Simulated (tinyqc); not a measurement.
# Well width and field from level and shift

Question. An infinitely deep well has E_1(0) = C (pi/L)^2/m1, C = hbar^2/(2 m0), and in a field F (potential zero at the centre of the well) the second-order term of the shift is -m1 F^2 L^4 (15 - pi^2)/(48 C pi^4); higher orders are set aside. Find L and F.

Parameters, values chosen for the exercise:
- m1 = 0.48 m0 (mass)

Constants: q = 1.602176634e-19 C, hbar = 1.054571817e-34 J s, m0 = 9.1093837015e-31 kg, hbar^2/(2 m0) = 0.0380998212 eV nm^2. Results are converted to the units shown.

E_1(0) = 0.0021700725 eV
second-order shift of level 1 = -0.67035137 meV

Answer. The level gives L, and the shift then gives F^2.

L = 19.00 nm
F = 6.100e-4 V/nm

tinyqc, about 0.03 s, one thread, Intel Xeon 2.30GHz (shared host): `OMP_NUM_THREADS=1 python tinyqc.py 2580128 2580129 out.jsonl`
